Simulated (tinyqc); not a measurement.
## Gap voltage and exponent from three temperatures

Question. At constant current VBE(T) = Vg0 - a T - eta (kB T/q) ln T, where a is a constant. Find Vg0, eta and dVBE/dT at the middle temperature.

Constants: q = 1.602176634e-19 C, kB = 1.380649e-23 J/K. Results are converted to the units shown.

T (K): 253  360  390
VBE at a constant current (V): 0.8146665834  0.6200683206  0.5637992088

Solution. The relation is linear in Vg0, a and eta, so three points give a linear system; the slope is (VBE - Vg0 - eta kB T/q)/T. eta rests on the curvature of VBE(T) alone, so real fits need accuracy of some tens of microvolts or better.

Vg0 = 1.192 V
eta = 3.200
dVBE/dT = -1.864 mV/K

tinyqc, about 0.02 s, one thread, Intel Xeon 2.30GHz (shared host): `OMP_NUM_THREADS=1 python tinyqc.py 2062185 2062186 out.jsonl`
